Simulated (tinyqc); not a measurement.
Gas flow in a process chamber: flow regimes, conductance, effective pumping speed, pump-down, outgassing and purge: one step, computed by the program tinyqc.

Ideal gas, isothermal flow, a pump of constant speed at the end of a round pipe; process gas, volume gas and outgassing are given the same properties. 1 sccm = 101325 Pa x 1e-6 m^3/60 s x T/273.15 K.

Problem. Time to base pressure. From the outgassing limit: t = 1 h x (q_1 A/(S_eff p_target))^(1/n) - 10 s; monolayer time at the target = 1e19 m^-2 x 4 k_B T/(p c) for unit sticking.

Inputs (values chosen for the exercise, modelled on oxygen near room temperature):
```
quantity                     value            unit
temperature T                  300               K
wall area                     0.32             m^2
outgassing rate after 1 h  1.2e-05  Pa m^3/(s m^2)
outgassing exponent n         0.97               -
target base pressure         3e-06              Pa
```

S_eff in molecular flow = 32.41494 L/s

mean speed c = 445.5257 m/s

Constants: k_B = 1.380649e-23 J/K.

Give: time to the target; monolayer time.

Solution.

time to the target = 44.24 h

monolayer time = 124.0 s
